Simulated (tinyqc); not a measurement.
Inside a calculation. Method: bound state in one dimension: Numerov shooting, finite differences, DVR. Computed by tinyqc, a small Python program that keeps every step. Settings: points = 96. Command: `OMP_NUM_THREADS=1 python tinyqc.py 28453 28454 out.jsonl` (the two numbers bound the seeds that draw the settings). One thread of a shared host (Intel(R) Xeon(R) Processor @ 2.60GHz), about 0.01 s of CPU time with the checks.

## Numerov steps at E = 0.1

One particle of mass 1 in V = 0.99^2 x^2/2 + 0 x^4 (atomic units), psi = 0 at both ends:
```
parameter                 value
left end              -4.500000
right end              4.500000
intervals                    96
h                      0.093750
state sought (nodes)          2
```

k_i = 2 m (E - V_i); (1 + h^2 k_(i+1)/12) y_(i+1) = 2 (1 - 5 h^2 k_i/12) y_i - (1 + h^2 k_(i-1)/12) y_(i-1), from y_0 = 0, y_1 = 0.001.

Points along the way:
```
i          x        V          k         y
0   -4.50000  9.92351  -19.64702   0.00000
1   -4.40625  9.51434  -18.82868   0.00100
2   -4.31250  9.11378  -18.02756   0.00217
3   -4.21875  8.72184  -17.24367   0.00368
4   -4.12500  8.33851  -16.47701   0.00575
5   -4.03125  7.96379  -15.72758   0.00867
32  -1.50000  1.10261   -2.00522  12.91147
33  -1.40625  0.96909   -1.73819  15.08513
34  -1.31250  0.84419   -1.48838  17.48887
35  -1.21875  0.72790   -1.25579  20.12096
36  -1.12500  0.62022   -1.04044  22.97470
37  -1.03125  0.52116   -0.84231  26.03808
```

## Bisection on the node count

With more sign changes than the state has nodes (the last point included) the energy is too high, else too low; the bracket starts as 0.1 to 12.

Trials:
```
trial          E  sign changes  y at the right end   next
1      6.0500000             6            1.42e-01  lower
2      3.0750000             3           -2.87e+01  lower
3      1.5875000             2            5.12e+02  raise
4      2.3312500             2            8.45e+01  raise
5      2.7031250             3           -4.90e+01  lower
6      2.5171875             3           -1.58e+01  lower
7      2.4242188             2            2.41e+01  raise
8      2.4707031             2            1.82e+00  raise
9      2.4939453             3           -7.54e+00  lower
10     2.4823242             3           -3.00e+00  lower
11     2.4765137             3           -6.31e-01  lower
12     2.4736084             2            5.84e-01  raise
13     2.4750610             3           -2.59e-02  lower
14     2.4743347             2            2.78e-01  raise
...          ...           ...                 ...    ...
29     2.4749992             3           -6.52e-06  lower
30     2.4749992             3           -1.88e-06  lower
31     2.4749992             2            4.32e-07  raise
```

eigenvalue = 2.4749992 hartree

## The same grid by other methods

Three-point finite differences and the sine-DVR kinetic matrix of Colbert and Miller on the same points.

Lowest levels (hartree):
```
state  finite differences      DVR
0                 0.49473  0.49500
1                 1.48365  1.48500
2                 2.47150  2.47501
3                 3.45833  3.46507
4                 4.44450  4.45557
```
